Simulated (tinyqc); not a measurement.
Worked calculation: binary melting diagram from solution models of liquid and solid. Computed by tinyqc, a small Python program that keeps every step. Command: `OMP_NUM_THREADS=1 python tinyqc.py 3011865 3011866 out.jsonl melt walk`. One thread of a shared host (Intel(R) Xeon(R) Processor @ 2.30GHz), about 0.01 s of CPU time with the checks. Intermediate numbers are printed to about 5 digits and carried at full precision; extremes and crossings named in words are read from the listed rows.

x is the fraction of B. In a phase with interaction L: mu_A = G_A + R T ln(1 - x) + L x^2, mu_B = G_B + R T ln x + L (1 - x)^2. Melting: G(liquid) - G(solid) = H (1 - T/T_m) for each pure component.

Inputs (values chosen for the exercise, modelled on Si-Ge):
```
quantity                               value    unit
melting point T_A                       1687       K
melting point T_B                       1211       K
heat of melting H_A                     51.2  kJ/mol
heat of melting H_B                     37.6  kJ/mol
liquid interaction L_L                   7.1  kJ/mol
solid interaction L_S                    3.8  kJ/mol
position of T, (T - T_A)/(T_B - T_A)    0.46       -
dilute content c0 of B                0.0013       -
growth number V delta/D                 0.46       -
```

Diagram: complete solid solution (lens).

Constants: R = 8.314462618 J/(mol K).

## Temperature and melting free energies

T = T_A + u (T_B - T_A). The ideal solution has k_A = exp(dG_A/(R T)) = (1 - xs)/(1 - xl) and k_B = exp(dG_B/(R T)) = xs/xl, so xl = (1 - k_A)/(k_B - k_A).

T = 1468.04 K

dG_A = 6.6454 kJ/mol

dG_B = -7.9808 kJ/mol

ideal liquidus xl = 0.60123

ideal solidus xs = 0.31267

## Tie line by Newton steps

Equal potentials: F_A = dG_A + R T ln[(1 - xl)/(1 - xs)] + L_L xl^2 - L_S xs^2 = 0, F_B = dG_B + R T ln(xl/xs) + L_L (1 - xl)^2 - L_S (1 - xs)^2 = 0. Newton steps from the ideal values with the exact Jacobian, halved if x would leave (0, 1); stop below 1e-12, residuals under 1e-7 shown as 0.

Iteration:
```
step       xl       xs  F_A (kJ/mol)  F_B (kJ/mol)
1     0.60123  0.31267    2.1950e+00      -0.66620
2     0.72399  0.34611   -6.1587e-01      -0.05640
3     0.70015  0.33407   -3.7518e-02       0.00428
4     0.69869  0.33359   -1.2758e-04       0.00000
5     0.69868  0.33359             0       0.00000
6     0.69868  0.33359             0       0.00000
```

liquidus xl = 0.69868

solidus xs = 0.33359

The interactions move the liquidus by +0.0975 and the solidus by +0.0209; the lens is 1.27 times as wide as the ideal one here.

## Dilute B in A: partition coefficient and slope

At T_A, k0 = exp[(dG_B(T_A) + L_L - L_S)/(R T_A)]; van 't Hoff: m_L = -R T_A^2 (1 - k0)/H_A per unit fraction. Burton-Prim-Slichter: k_eff = k0/[k0 + (1 - k0) exp(-V delta/D)]. Freezing range of c0: |m_L| c0 |1 - k0|/k0.

partition coefficient k0 = 0.44114

liquidus slope m_L = -258.28 K

effective coefficient k_eff = 0.55563

freezing range = 0.42537 K

k0 < 1: the solid rejects B and B lowers the melting point. Faster growth moves k_eff towards 1.

## Solute along a frozen bar

For the solid at frozen fraction f, relative to c0. Lever rule: k0/[1 - (1 - k0) f]. Scheil (no diffusion in the solid, mixed liquid): k (1 - f)^(k - 1), with k0 and with k_eff. One zone pass with a zone a tenth of the bar long: 1 - (1 - k0) exp(-10 k0 f).

Ratio c_s/c0:
```
f    lever rule  Scheil, k0  Scheil, k_eff  one zone pass
0.0     0.44114      0.4411         0.5556        0.44114
0.1     0.46725      0.4679         0.5823        0.64048
0.3     0.53000      0.5384         0.6511        0.85122
0.5     0.61221      0.6498         0.7561        0.93843
0.7     0.72461      0.8646         0.9487        0.97452
0.8     0.79785      1.0844         1.1360        0.98361
0.9     0.88756      1.5975         1.5458        0.98946
```

All but the k_eff column start at k0 = 0.441. At f = 0.9 Scheil gives 1.60 against 0.888 for the lever rule, since the solid keeps what it took and the last liquid is richer in B. Scheil passes c0 at f = 0.769. Last over first value: 3.62 with k0 and 2.78 with k_eff, so faster growth gives the more even bar.

## The lens

The formulas are those given above.

Liquidus and solidus:
```
T (K)       xl       xs  ideal xl  ideal xs
1663   0.09267  0.03978   0.07820   0.02834
1592   0.35512  0.14740   0.29173   0.11936
1520   0.57660  0.25230   0.48120   0.22523
1449   0.73607  0.36583   0.64176   0.34753
1378   0.84748  0.50397   0.77684   0.49407
1306   0.92697  0.68470   0.88876   0.67735
1235   0.98401  0.91271   0.97564   0.90735
```

The lens is widest among these rows at 1449 K (0.370 in x, ideal 0.294). L_L - L_S = +3.3 kJ/mol, relative to the mixed solid, penalises the mixed liquid, and the liquidus lies above the ideal one in every row.

Checks made by the program: tie line against the common tangent on 20001 points (relative difference 2e-05); k0 and m_L against a tie line 0.01 K from T_A (relative difference 1e-05).
